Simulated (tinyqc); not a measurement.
What moves the Penn gap and the ionicity: Penn model of the dielectric constant and Phillips ionicity.

n = 32/a^3; Ep^2 = 8 pi c e2 n with c = hbar^2/2m0, e2 = e^2/(4 pi eps0); EF = c (3 pi^2 n)^(2/3); eps = 1 + (Ep/Eg)^2 S with S = 1 - Eg/(4 EF) + (Eg/(4 EF))^2/3, Eg the Penn gap. Core d shells are left out.

Phillips: bond length d = sqrt(3) a/4; homopolar gap Eh = 39.74 d^(-2.48) eV (d in angstrom); Eg^2 = Eh^2 + C^2; ionicity fi = C^2/Eg^2.

Constants: hbar^2/2m0 = 3.80998211 eV angstrom^2; e^2/(4 pi eps0) = 14.39964547 eV angstrom.

Values chosen for the exercise (out of a larger set: near those of GaP; not measured data): a = 5.433 angstrom (cubic lattice constant, 32 valence electrons a cell); ei = 8.89 (high-frequency dielectric constant).

Eg from ei; fi = 1 - (Eh/Eg)^2, printed even where negative. Each row changes one parameter from the base and keeps the others.

Results:

| case | Ep (eV) | Eg (eV) | Eh (eV) | fi |
|---|---|---|---|---|
| base | 16.587 | 5.578 | 4.762 | 0.271 |
| a = 5.542 angstrom | 16.100 | 5.411 | 4.533 | 0.298 |
| ei = 8 | 16.587 | 5.902 | 4.762 | 0.349 |

The largest shifts from the base row, up to three for each result and ties (the steps differ in size, so this ranks the rows, not the parameters). Ep (eV): a -0.487; unchanged at the printed digits by ei. Eg (eV): ei +0.324, a -0.167. Eh (eV): a -0.229; unchanged at the printed digits by ei. fi: ei +0.078, a +0.027. With the tabulated Phillips C of about 3.3 eV, fi would be 0.32; this model leaves out the d-shell factor.

Run: tinyqc, `OMP_NUM_THREADS=1 python tinyqc.py 1651192 1651193 out.jsonl`; Intel(R) Xeon(R) Processor @ 2.30GHz, one thread, shared host; about 0.01 s of CPU time with all checks.
